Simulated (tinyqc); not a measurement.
# Memristor with linear dopant drift, Joglekar window: one period

A film of thickness D has a doped share x: R = Ron x + Roff (1 - x), i = v/R, dx/dt = k i F with k = mv Ron/D^2 and F = 1 - (2 x - 1)^(2 p). The drive is v = V0 sin(2 pi f t). The model has no threshold and no heating.

Step h = 1/(12 f), from t = j h. With g(t, x) = dx/dt: k1 = g(t, x), k2 = g(t + h/2, x + h k1/2), k3 = g(t + h/2, x + h k2/2), k4 = g(t + h, x + h k3), x(new) = x + h (k1 + 2 k2 + 2 k3 + k4)/6.

The 12 Runge-Kutta steps against a converged integration; i uses the converged x.

Values chosen for this exercise:
```
symbol    value       unit                             meaning
Ron          50        ohm  resistance of the fully doped film
Roff      16000        ohm      resistance of the undoped film
D            10         nm                      film thickness
mv      1.1e-14  m^2/(V s)                     dopant mobility
x0         0.22                           doped share at t = 0
V0          0.6          V                           amplitude
p             1                                window exponent
f           0.3         Hz                           frequency
```

One period:

| j | v (V) | x, coarse steps | x, converged | i (uA) |
|---|---|---|---|---|
| 0 | 0.00000 | 0.22000 | 0.22000 | 0.000 |
| 1 | 0.30000 | 0.23327 | 0.23327 | 24.431 |
| 2 | 0.51962 | 0.27376 | 0.27376 | 44.665 |
| 3 | 0.60000 | 0.34062 | 0.34062 | 56.780 |
| 4 | 0.51962 | 0.42377 | 0.42377 | 56.230 |
| 5 | 0.30000 | 0.49719 | 0.49719 | 37.175 |
| 6 | 0.00000 | 0.52711 | 0.52711 | 0.000 |
| 7 | -0.30000 | 0.49719 | 0.49719 | -37.175 |
| 8 | -0.51962 | 0.42377 | 0.42377 | -56.230 |
| 9 | -0.60000 | 0.34062 | 0.34062 | -56.780 |
| 10 | -0.51962 | 0.27375 | 0.27376 | -44.665 |
| 11 | -0.30000 | 0.23326 | 0.23327 | -24.431 |
| 12 | 0.00000 | 0.21999 | 0.22000 | 0.000 |

What do the numbers show?

The current vanishes with the voltage (pinched loop). At the same voltage, j = 2 and 4, it is 44.7 uA on the way up and 56.2 uA on the way down. x peaks at 0.5271 at half period and ends at 0.2200, its starting value: the state is a function of the flux alone. The coarse steps miss by at most 8.7e-6.

Program tinyqc, `OMP_NUM_THREADS=1 python tinyqc.py 2880135 2880136 out.jsonl`; Intel Xeon 2.30GHz, shared host, one thread, about 0.3 s.
